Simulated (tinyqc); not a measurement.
Area and perimeter leakage from two diodes.

Question. A square diode and a finger diode leak I = JA area + JP perimeter. Find JA, JP and the side of the square at which both parts are equal.

areas (um^2): 10000  98000
perimeters (um): 400  39690
leakage currents (pA): 0.3808  5.5918800

Solution. Two linear equations give JA and JP; for a square of side a, JA a^2 = 4 JP a at a = 4 JP/JA.

JA = 3.60e-9 A/cm^2
JP = 5.20e-13 A/cm
side for equal parts = 5.78 um

Computed by the program tinyqc: `OMP_NUM_THREADS=1 python tinyqc.py 2290011 2290012 out.jsonl`, one thread of a shared Intel Xeon 2.30GHz, about 0.01 s for the whole run.
